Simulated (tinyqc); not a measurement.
# Worked calculation: floating body of a partially depleted SOI transistor: body voltage and kink

Program tinyqc, `OMP_NUM_THREADS=1 python tinyqc.py 2182101 2182102 out.jsonl`; Intel Xeon 2.30GHz, shared host, one thread, about 0.2 s. Printed values are rounded.

Source at 0 V. Channel current Ic = 2 nf K Vt^2 [F(0) - F(Vd)](1 + la Vd), F(V) = ln^2(1 + exp((Vg - VT - nf V)/(2 nf Vt))), VT = VT0 - gb Vb. Saturation voltage Vs = 2 Vt sqrt(F(0)) + 3 Vt, excess Ve = (Vd - Vs + sqrt((Vd - Vs)^2 + 0.0004 V^2))/2, multiplication M1 = Ai Ve exp(-Bl/Ve). Each junction passes D(v) = J1 (exp(v/Vt) - 1) + J2 (exp(v/(2 Vt)) - 1). Bipolar current Ib = bb J1 (exp(Vb/Vt) - 1). The body settles where M1 (Ic + Ib) = D(Vb) + D(Vb - Vd) + Vb/Rb; drain current Id = (1 + M1)(Ic + Ib) - D(Vb - Vd).

Values chosen for this exercise; values of the order met in partially depleted silicon-on-insulator transistors: temperature T = 398 K; threshold at zero body voltage VT0 = 0.55 V; fall of the threshold per volt of body voltage gb = 0.18; slope factor nf = 1.46; gain factor per width K = 460 uA/(V^2 um); channel-length modulation factor la = 0.09 1/V; impact-ionisation prefactor Ai = 2.1 1/V; impact-ionisation voltage Bl = 8.1 V; diffusion saturation current of each junction J1 = 7e-9 uA/um; recombination saturation current of each junction J2 = 1.8e-7 uA/um; gain of the lateral bipolar transistor on the diffusion current bb = 1; resistance of a weak body tie to the source (1e9 stands for no tie, and the term is then dropped) Rb = 1e9 kohm um; gate voltage Vg = 0.48 V; drain voltage Vd = 2 V.

Constants: q = 1.602176634e-19 C, kB = 1.380649e-23 J/K, Vt = kB T/q. Results are converted to the units shown.

Range of the model: The multiplication law is an empirical form chosen for the exercise; self-heating and capacitive coupling to the body are left out, and the linear laws are rough once Vb passes about 0.7 V or M1 about 0.1.

## Starting value

Vb = 0.47 V.

Vb at the start = 0.47 V

## Iteration 1: new Vb

Current into the body I_in = M1 (Ic + Ib) - D(Vb - Vd), current out I_out = D(Vb) + Vb/Rb; f = ln(I_in/I_out), s = df/dVb by central differences over 1e-5 V, Vb(new) = Vb - f/s.

Ic = 1.10165 uA/um
Ve = 1.84444 V
M1 = 0.0479557
I_in = 0.0531306 uA/um
I_out = 0.00643033 uA/um
f = 2.11173
s = -26.3064 1/V
Vb after iteration 1 = 0.550274 V

## Iteration 2: new Vb

As before.

Ic = 1.34278 uA/um
Ve = 1.83895 V
M1 = 0.0471909
I_in = 0.0664356 uA/um
I_out = 0.0655746 uA/um
f = 0.0130443
s = -25.5847 1/V
Vb after iteration 2 = 0.550784 V

## Course of the iteration

Stop when the step is below 1e-10 V, or after 40 iterations.

Course of the iteration:
```
iteration  Vb before the step (V)  step (V)
1                            0.47    0.0803
2                        0.550274   5.10e-4
3                        0.550784   1.46e-7
4                        0.550784  1.19e-14
```

Converged in 4 iterations.

## Drain current with floating and with grounded body

converged Vb = 0.550784 V

Id and VT at the converged Vb, Id at Vb = 0, their ratio, and the bipolar share Ib/(Ic + Ib).

VT = 0.450859 V
Id, floating = 1.47699 uA/um
Id, grounded = 0.319236 uA/um
ratio = 4.62663
bipolar share = 4.67943 %

The body rises to 0.551 V and lowers the threshold by 99.1 mV.
